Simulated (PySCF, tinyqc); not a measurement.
Orbital energy against energy difference: ionisation energy by orbital energies and by energy differences in the 6-31g* basis, for H4, spin multiplicity 1. Computed by the program tinyqc with PySCF. The cation is unrestricted; errors are against CCSD(T) in this basis, not against experiment.

Geometry (angstrom):
```
atom       x       y       z
H     0.0000  0.0000  0.0000
H     0.0000  0.0000  0.7300
H     0.0000  0.9120  0.0000
H     0.0000  0.9120  0.7300
```

CCSD(T) difference in the same basis = 9.4602 eV

IP-EOM-CCSD = 9.4810 eV

First vertical ionisation energy (eV):
```
method     -e(HOMO)  E(cation) - E  error of -e(HOMO)  error of the difference
HF            9.231        8.72583             -0.229                   -0.734
LDA           4.459        9.40321             -5.002                   -0.057
PBE           4.515        9.41951             -4.945                   -0.041
B3LYP         5.720        9.61012             -3.741                    0.150
PBE0          5.903        9.46248             -3.558                 2.31e-03
CAM-B3LYP     7.342        9.55646             -2.118                    0.096
LC-wPBE       8.764        9.51566             -0.696                    0.055
```

What does the comparison show, and why?

Koopmans errs by -0.23 eV and Delta-HF by -0.73 eV: relaxation, 0.51 eV, lowers the value and the missing correlation difference works against it. The PBE level is off by -4.9 eV through the wrong tail of its potential, though its energy difference is off by -0.04 eV; exact exchange deepens the level, and among the orbital energies HF comes closest; among the differences PBE0 does. The restricted reference is unstable here: a spin-polarised solution lies 0.0020 hartree lower (PySCF), so results built on it describe a poor reference.
